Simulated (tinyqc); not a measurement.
One-dimensional ballistic tunnel FET, two-band WKB: one step of the calculation.

A p-type source for x < 0 with its Fermi level at 0 and its valence edge at ds; in the channel the bands fall as D exp(-x/lam) towards their flat values, with the conduction edge at Ec = ds - dP and D = dP + Eg. The gate moves dP one to one. The drain Fermi level lies at -Vd and the drain side reflects nothing. For w = E - Ec between 0 and dP an electron crosses the gap. Two-band dispersion with equal masses m: inside the gap kappa = sqrt(m u (1 - u/Eg)/C), u the distance from a band edge, C = hbar^2/(2 m0).

Question. The exponent in closed form. S(w) = 2 lam int_0^Eg kappa(u) du/(w + Eg - u) = 2 pi lam sqrt(m/(C Eg)) [w + Eg/2 - sqrt(w (w + Eg))], T(w) = exp(-S). The common triangular estimate is S = (4/3) lam sqrt(m/C) Eg^1.5/(dP + Eg) for all w.

Inputs (values chosen for the exercise); band and dielectric values close to those of indium arsenide:

| symbol | value | unit | meaning |
|---|---|---|---|
| Eg | 0.345 | eV | band gap |
| m | 0.028 | m0 | band-edge mass of the two-band model |
| lam | 2.7 | nm | screening length of the source junction |
| dP | 0.23 | eV | tunnelling window Ev(source) - Ec(channel) |
| w0 | 0.11 | eV | energy above the channel conduction edge |

Constants: q = 1.602176634e-19 C, hbar = 1.054571817e-34 J s, m0 = 9.1093837015e-31 kg, hbar^2/(2 m0) = 0.0380998212 eV nm^2. Results are converted to the units shown.

Find: S(w0); T(w0); triangular S.

Answer.

S(w0) = 1.455
T(w0) = 0.2333
triangular S = 1.088

Computed by the program tinyqc: `OMP_NUM_THREADS=1 python tinyqc.py 2620043 2620044 out.jsonl`, one thread of a shared Intel Xeon 2.30GHz, about 0.01 s for the whole run.
